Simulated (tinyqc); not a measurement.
# Read current of a NAND string, cells in series solved by shooting: two studies

Cells in series, numbered from 0 at the source line (0 V) to the bit line, each followed by a gap resistance Rg. A cell with gate Vg, threshold VT, source Vs and drain Vd passes I = 2 nf K Vt^2 [F(Vs) - F(Vd)]/(1 + th max(Vg - VT, 0)), F(V) = ln^2(1 + exp((Vg - VT - nf V)/(2 nf Vt))). The selected cell has Vg = Vr, the others Vg = Vp.

Parameters, values chosen for the exercise; values of the order met in vertical NAND strings:
- T = 300 K (temperature)
- K = 3.7 uA/V^2 (gain factor of a cell)
- nf = 1.8 (slope factor)
- th = 0.09 1/V (mobility reduction factor)
- Rg = 1.2 kohm (resistance of the gap between cells)
- Vbl = 0.5 V (bit-line voltage)
- Vp = 5.6 V (pass voltage)
- Ve = -0.8 V (threshold of an erased cell)
- Vh = 3.5 V (threshold of the highest state)
- Vx = 2.3 V (threshold of the selected cell)
- Is = 20 nA (sensing current)
- Vr = 3.49 V (read voltage on the selected word line)

Constants: q = 1.602176634e-19 C, kB = 1.380649e-23 J/K, Vt = kB T/q. Results are converted to the units shown.

Each table varies one quantity; the others keep the values above.

## Read current against the number of cells

For a trial current I start at 0 V and, cell by cell, solve for the drain: sqrt(F(Vd)) = sqrt(F(Vs) - I/k), k = 2 nf K Vt^2/(1 + th max(Vg - VT, 0)), Vd = [Vg - VT - 2 nf Vt ln(exp(sqrt F) - 1)]/nf, then add I Rg. The string current is the I for which the last node reaches Vbl. The apparent threshold is the Vr at which I = Is. Background: all other cells erased (VT = Ve) or all in the highest state (VT = Vh); ratio and shift are high over erased and high minus erased. The selected cell is in the middle, cell n/2.

Results:

| n | I, others erased (uA) | I, others high (uA) | ratio | apparent VT, erased (V) | apparent VT, high (V) | background shift (mV) |
|---|---|---|---|---|---|---|
| 8 | 0.5400 | 0.2817 | 0.5217 | 2.427 | 2.439 | 12.66 |
| 16 | 0.3333 | 0.1499 | 0.4498 | 2.437 | 2.462 | 25.55 |
| 32 | 0.1880 | 0.07731 | 0.4113 | 2.456 | 2.508 | 52.05 |
| 64 | 0.1003 | 0.03925 | 0.3915 | 2.496 | 2.604 | 108.2 |
| 128 | 0.05185 | 0.01978 | 0.3815 | 2.576 | 6.161 | 3585 |

Estimate the missing row, n = 96.

Computed row:

| n | I, others erased (uA) | I, others high (uA) | ratio | apparent VT, erased (V) | apparent VT, high (V) | background shift (mV) |
|---|---|---|---|---|---|---|
| 96 | 0.06835 | 0.02630 | 0.3848 | 2.536 | 2.708 | 172.3 |

With this row back in the table: With erased neighbours the current falls from 0.540 to 0.0518 uA, as n^(-0.70) between the first two rows and n^(-0.96) between the last two (-1 once the series resistance rules). The ratio falls from 0.522 to 0.381 and the background shift rises from 12.7 to 3590 mV.

## Effect of the position of the selected cell

Same model as above.

The string has 32 cells, numbered from the source.

Effect of the position of the selected cell:

| j | I, others erased (uA) | I, others high (uA) | ratio | apparent VT, erased (V) | apparent VT, high (V) | background shift (mV) |
|---|---|---|---|---|---|---|
| 0 | 0.1971 | 0.07814 | 0.3965 | 2.417 | 2.417 | 6.356e-4 |
| 4 | 0.1954 | 0.07800 | 0.3992 | 2.427 | 2.439 | 12.66 |
| 9 | 0.1928 | 0.07777 | 0.4033 | 2.439 | 2.468 | 28.81 |
| 13 | 0.1903 | 0.07753 | 0.4075 | 2.449 | 2.491 | 42.00 |
| 18 | 0.1862 | 0.07712 | 0.4141 | 2.461 | 2.520 | 58.83 |
| 22 | 0.1821 | 0.07664 | 0.4208 | 2.471 | 2.544 | 72.58 |
| 27 | 0.1755 | 0.07564 | 0.4311 | 2.484 | 2.574 | 90.15 |
| 31 | 0.1687 | 0.07414 | 0.4396 | 2.494 | 2.598 | 104.5 |

Read the table: what changes, and by how much?

From the source end to the bit-line end the apparent VT with high neighbours rises from 2.417 to 2.598 V and the background shift rises from 6.36e-4 to 105 mV. Cells and gaps on the source side raise the source of the selected cell, which costs nf times that voltage in gate drive; those on the drain side only lower its drain voltage.

tinyqc, about 0.4 s, one thread, Intel Xeon 2.30GHz (shared host): `OMP_NUM_THREADS=1 python tinyqc.py 2142230 2142231 out.jsonl`
